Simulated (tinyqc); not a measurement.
Worked calculation: configuration-coordinate model of a defect: Huang-Rhys factor and luminescence line shape. Computed by tinyqc, a small Python program that keeps every step. Command: `OMP_NUM_THREADS=1 python tinyqc.py 3009851 3009852 out.jsonl ccline walk`. One thread of a shared host (Intel(R) Xeon(R) Processor @ 2.30GHz), about 0.01 s of CPU time with the checks. Intermediate numbers are printed to about 5 digits and carried at full precision; extremes and crossings named in words are read from the listed rows.

Ground state E_g(Q) = (1/2) omega_g^2 Q^2; excited state E_e(Q) = E_0 + (1/2) omega_e^2 (Q - dQ)^2 with E_0 = E_ZPL - (hbar omega_e - hbar omega_g)/2. Q is mass-weighted; the dipole does not depend on Q (Condon approximation).

Inputs (values chosen for the exercise, for a model defect):
```
quantity,value,unit
zero-phonon energy E_ZPL,0.463,eV
displacement dQ,0.833,u^(1/2) angstrom
ground-state phonon hbar omega_g,54.9,meV
excited-state phonon hbar omega_e,65.9,meV
temperature T,500,K
refractive index n_r,3.42,-
transition dipole mu,0.95,e angstrom
quenching prefactor nu_0,3e+12,1/s
```

Modes: different frequencies.

Constants: hbar^2/u = 4.18015928e-03 eV angstrom^2; k_B = 8.617333262e-05 eV/K; hbar = 6.582119569e-16 eV s; e = 1.602176634e-19 C; eps_0 = 8.8541878128e-12 F/m; hbar = 1.054571817e-34 J s; c = 299792458 m/s.

## Huang-Rhys factors and vertical energies

S = hbar omega dQ^2/(2 hbar^2/u) for each state; relaxation energy S hbar omega; absorption at E_0 + S_e hbar omega_e, emission at E_0 - S_g hbar omega_g; the Stokes shift is their difference.

S_g = 4.5566

S_e = 5.4696

relaxation energy, ground state = 0.25016 eV

relaxation energy, excited state = 0.36044 eV

vertical absorption energy = 0.81794 eV

vertical emission energy = 0.20734 eV

Stokes shift = 0.61060 eV

The coupling is intermediate: phonon replicas can be resolved beside the zero-phonon line.

## Franck-Condon overlaps

Overlaps <m_e|n_g> of harmonic-oscillator functions (Hermite recursion, positive leading coefficients) by a sum over an even grid (700 points from x = -9 to 9 + d for the small table, 1500 points from -16 to 16 + d for the thermal sums), with x = Q sqrt(omega_g/hbar), d = sqrt(2 S_g) and frequency ratio omega_e/omega_g.

<m_e|n_g>:
```
,n=0,n=1,n=2,n=3,n=4,n=5,n=6
m=0,0.08309,0.19352,0.31334,0.40694,0.44917,0.43470,0.37597
m=1,-0.17663,-0.32862,-0.39355,-0.32459,-0.14433,0.07616,0.26113
m=2,0.27084,0.38204,0.28447,0.03412,-0.21127,-0.31373,-0.23695
m=3,-0.34554,-0.33759,-0.06775,0.21729,0.28780,0.11909,-0.13162
```

From m = 0 these seven lines hold 84.0 % of the weight.

## Band at temperature T

Initial levels m = 0..24 carry Boltzmann weights exp(-m hbar omega_e/k_B T), normalised; final levels n = 0..79; a line lies at E_ZPL + m hbar omega_e - n hbar omega_g with weight w_m <m|n>^2. Moments are taken over these weights without the E^3 factor; FWHM = 2 sqrt(2 ln 2) x standard deviation; the zero-phonon weight is w_0 <0|0>^2, since the other m -> m lines are offset by m (hbar omega_e - hbar omega_g).

mean emission energy = 0.21517 eV

FWHM from the second moment = 0.31499 eV

zero-phonon weight = 0.0054082

skewness = 0.031007

## Crossing, radiative lifetime and thermal quenching

The curves cross at the root Q_c nearest dQ; the barrier is (1/2) omega_e^2 (Q_c - dQ)^2, with (1/2) omega^2 = (hbar omega)^2/(2 hbar^2/u). k_r = n_r omega^3 mu^2/(3 pi eps_0 hbar c^3) at the vertical emission energy, without local-field correction; k_nr = nu_0 exp(-barrier/k_B T) (Mott-Seitz); yield = k_r/(k_r + k_nr); T_1/2 = barrier/(k_B ln(nu_0/k_r)).

Q_c = 1.2173 u^(1/2) angstrom

classical barrier = 0.076717 eV

radiative lifetime = 9573.9 ns

luminescence yield = 2.0657e-07

quenching temperature T_1/2 = 51.840 K

At 500 K the centre is quenched; tunnelling, left out here, starts the quenching earlier. Caution: the barrier is below the relaxation energy of the excited state, so vertical excitation lands above the crossing and may bypass luminescence (Dexter-Klick-Russell rule). Caution: the band is wide against its energy, so the E^3 factor left out of the moments shifts the observed peak up.

## Width and zero-phonon weight against temperature

For comparison: FWHM(0) sqrt(coth(hbar omega_e/2 k_B T)) with FWHM(0) from the first row, and exp(-S_g coth(hbar omega_e/2 k_B T)).

Against temperature:
```
T (K),mean energy (eV),FWHM (eV),coth law (eV),zero-phonon weight,exp(-S coth)
38,0.21238,0.25244,0.25244,0.0069039,1.0498e-02
110,0.21239,0.25268,0.25268,0.0068973,1.0407e-02
230,0.21276,0.26173,0.26169,0.0066555,7.4715e-03
380,0.21394,0.28897,0.28877,0.0059811,2.5733e-03
610,0.21641,0.33918,0.33859,0.0049331,2.7541e-04
920,0.22016,0.40393,0.40256,0.0038972,9.2813e-06
1300,0.22497,0.47469,0.47209,0.0030702,1.1998e-07
```

The width grows by a factor 1.88, flat while k_B T is well below hbar omega and as sqrt(T) above; the coth law, exact only for equal frequencies, misses by at most 0.55 %. The mean energy moves by +12.6 meV because the frequencies differ. The zero-phonon weight goes from 0.00690 to 0.00307, against 0.0105 to 1.20e-7 for the exponential rule, which assumes many modes of equal frequency in both states.

Checks made by the program: grid overlaps at equal frequencies against the Poisson weights (relative difference below 1e-10).
